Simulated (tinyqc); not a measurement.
Band-to-band tunnelling and avalanche in a reverse-biased abrupt junction: one step, computed by the program tinyqc. Command: `OMP_NUM_THREADS=1 python tinyqc.py 3004332 3004333 out.jsonl zener walk`. One thread of a shared host (Intel(R) Xeon(R) Processor @ 2.30GHz), about 0.01 s of CPU time with the checks.

Direct Kane tunnelling in the local field (for indirect gaps the mass is an effective fit) and one ionisation coefficient for both carriers. N is the doping of the light side, or N_A N_D/(N_A + N_D) for the symmetric junction; the built-in voltage is taken as E_g/e.

Question. Junction at the given bias. E_g(T) = E_g - (T - 300 K)(-dE_g/dT); b(T) = b [1 + (rise)(T - 300 K)]; w = sqrt(2 eps eps_0 (V_R + E_g/e)/(e N)); F_m = 2 (V_R + E_g/e)/w; the field falls linearly from F_m to 0 on both sides.

Inputs (values chosen for the exercise, modelled on SiGe):
```
quantity                                    value    unit
band gap at 300 K, E_g                      0.909      eV
gap narrowing with temperature, -dE_g/dT     0.28   meV/K
permittivity eps                             13.5       -
effective doping N                        3.5e+18  1/cm^3
reverse bias V_R                              1.1       V
temperature T                                 400       K
```

Junction: symmetric.

Constants: eps_0 = 8.8541878128e-12 F/m; e = 1.602176634e-19 C.

Give: E_g(T); depletion width w; peak field F_m; shortest tunnelling distance E_g/(e F_m).

Answer.

E_g(T) = 0.881 eV

depletion width w = 29.061 nm

peak field F_m = 1.3633 MV/cm

shortest tunnelling distance E_g/(e F_m) = 6.4621 nm
